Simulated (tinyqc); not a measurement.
Rayleigh-quotient iteration on a symmetric matrix, step by step. One step of it, computed by the program tinyqc.

Task: Step 1. solve (A - shift) w = v; v' = w/|w| with its largest component positive (the first on a tie); lambda = v'^T A v'; the next shift is lambda.

A, lower triangle:
```
           1         2          3         4         5
1   0.039000
2   0.040000  0.104000
3   0.068000  0.131000   0.208000
4   0.054000  0.347000   0.014000  0.294000
5  -0.050000  0.308000  -0.633000  0.453000  1.501000
```

vector v at the start: 0.447214  0.447214  0.447214  0.447214  0.447214

shift = 1.300000

Give: vector after step 1; Rayleigh quotient after step 1.

Result:

vector after step 1: 0.3491  0.3101  0.6754  0.2435  -0.5163

Rayleigh quotient after step 1 = 0.9359
